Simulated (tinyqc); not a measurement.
Changing the planarisation length: chemical-mechanical planarisation: Preston law, pattern density and step-height reduction. Computed by tinyqc, a small Python program. Command: `OMP_NUM_THREADS=1 python tinyqc.py 3003802 3003803 out.jsonl cmp sweep`. One thread of a shared host (Intel(R) Xeon(R) Processor @ 2.30GHz), about 0.02 s of CPU time with the checks.

A row of 10 cells, repeated periodically, holds raised features that cover a share rho of each cell.

Inputs (values chosen for the exercise, close to those used for copper polishing):
```
quantity                          value  unit
Preston coefficient K           2.6e-13  1/Pa
pressure P                           32   kPa
platen and carrier speed             93   rpm
distance between the centres         19    cm
initial step height h0              630    nm
contact height h_c                   51    nm
film above the raised areas z0     1100    nm
cell size                           2.1    mm
polish time t                        28     s
```

local pattern densities, cell by cell: 0.1  0.9  0.5  0.2  0.8  0.9  0.25  0.1  0.4  0.1

Method:
- With equal rotation speeds the relative speed is uniform, v = omega r_c; Preston rate R0 = K P v.
- The stiff pad averages the density: rho_eff(i) = sum_j w_ij rho_j / sum_j w_ij, w = exp(-2 d^2/L^2), L the planarisation length and d the distance between cell centres, summed over all periodic images of cell j.
- While h > h_c only raised areas polish, at R0/rho_eff, until t_c = rho_eff (h0 - h_c)/R0. After that h = h_c exp(-(t - t_c)/tau), tau = rho_eff h_c/R0; low areas polish at R0 (1 - h/h_c) and raised areas at R0 [1 + (1 - rho_eff) h/(rho_eff h_c)]. Removed from raised areas after t_c: h0 - h_c + R0 (t - t_c) + (1 - rho_eff)(h_c - h); from low areas: R0 (t - t_c) - rho_eff (h_c - h). Film left = z0 less the removal from raised areas.

One run for each value; columns: (1) planarisation length (mm); (2) range of film left across the row (nm); (3) largest remaining step (nm); (4) thinnest film left (nm):
```
(1)       (2)         (3)     (4)
0.63   519.10  1.5103e+02  101.93
0.92   519.09  1.5102e+02  101.94
1.30   515.94  1.4889e+02  102.94
1.90   473.56  1.1951e+02  115.94
2.80   378.88  5.0877e+01  142.00
4.10   270.89  8.0085e+00  174.20
6.00   203.09  1.8487e+00  199.60
8.70   124.24  3.7850e-01  242.44
13.00   43.30  4.4208e-02  285.00
```

Over the rows, range of film left across the row (nm) falls from 519 to 43.3; largest remaining step (nm) falls from 151 to 0.0442; thinnest film left (nm) rises from 102 to 285. A long planarisation length makes every cell see the mean density.

Extremes, crossings and ranges named in words are read from the listed rows.
